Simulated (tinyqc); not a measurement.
Quasi-harmonic thermal expansion with mode Grueneisen parameters: one step, computed by the program tinyqc. Command: `OMP_NUM_THREADS=1 python tinyqc.py 3010751 3010752 out.jsonl qha walk`. One thread of a shared host (Intel(R) Xeon(R) Processor @ 2.30GHz), about 0.03 s of CPU time with the checks.

A crystal with two atoms a cell; per atom there are 1 transverse acoustic (TA), 1/2 longitudinal acoustic (LA) and 3/2 optical (O) modes. Every frequency of group i scales as nu_i (V/V0)^(-gamma_i). Each group has one frequency. Static energy: E = (9 V0 B0/16) [y^3 B' + y^2 (2 - 4 y)], y = (V0/V)^(2/3) - 1, with pressure P_s = (3 B0/2) (z^7 - z^5) [1 + (3/4)(B' - 4)(z^2 - 1)], z = (V0/V)^(1/3).

Problem. Properties at the equilibrium volume. For a mode with x = h nu/(k_B T), n = 1/(exp(x) - 1): U = h nu (n + 1/2), C/k_B = x^2 n (n + 1); U_i and C_i sum these over group i with its weight per atom. Phonon pressure P_ph = sum_i gamma_i U_i/V. B_T = -V d(P_s + P_ph)/dV at fixed T (central difference, step 1e-4 V); alpha_V = sum gamma_i C_i k_B/(B_T V), all at V(T); the linear coefficient is alpha_L = alpha_V/3. C_P - C_V = alpha_V^2 B_T V T; the optical frequency is nu_O (V/V0)^(-gamma_O).

Inputs (values chosen for the exercise, modelled on magnesium oxide):
```
quantity                       value             unit
static volume V0                9.34  angstrom^3/atom
static bulk modulus B0           158              GPa
static B'                       3.97                -
frequency nu_TA                 8.47              THz
frequency nu_LA                 12.9              THz
frequency nu_O                  14.8              THz
Grueneisen parameter gamma_TA    1.4                -
Grueneisen parameter gamma_LA    1.6                -
Grueneisen parameter gamma_O     1.8                -
temperature T                     50                K
```

Acoustic groups: Einstein.

volume V(T) = 9.469944 angstrom^3/atom

Constants: h x 1 THz = 4.135667696 meV; k_B = 8.617333262e-05 eV/K; 1 eV/angstrom^3 = 160.2176634 GPa.

Give: volume change from V0; isothermal bulk modulus B_T; linear expansion coefficient; C_V; C_P - C_V; optical frequency at V(T).

Solution.

volume change from V0 = 1.391 %

isothermal bulk modulus B_T = 155.2 GPa

linear expansion coefficient = 0.09959 ppm/K

C_V = 0.02258 k_B/atom

C_P - C_V = 4.752e-07 k_B/atom

optical frequency at V(T) = 14.44 THz

Caution: k_B T is far below h nu_TA; one frequency a group leaves out the long acoustic waves, so heat capacity and expansion coefficient come out far too small in size.
